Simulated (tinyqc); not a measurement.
## Length offset and series resistance from crossing lines

Inverse problem. R_total = Rs + k (L - dL)/Vo with constant Rs, dL and k. Find k, dL and Rs.

R_total at (L, Vo) = (50, 0.3), (150, 0.3), (50, 0.74) and (150, 0.74), L in nm and Vo in V (ohm um): [620.6, 1853.9333, 317, 817]

Answer. At each overdrive R is a straight line in L with slope k/Vo; the two lines cross at L = dL, R = Rs.

k = 3.700 ohm um V/nm
dL = 8.600 nm
Rs = 110.0 ohm um

Numbers from tinyqc (`OMP_NUM_THREADS=1 python tinyqc.py 2282102 2282103 out.jsonl`; about 0.06 s on one thread of a shared Intel Xeon 2.30GHz).
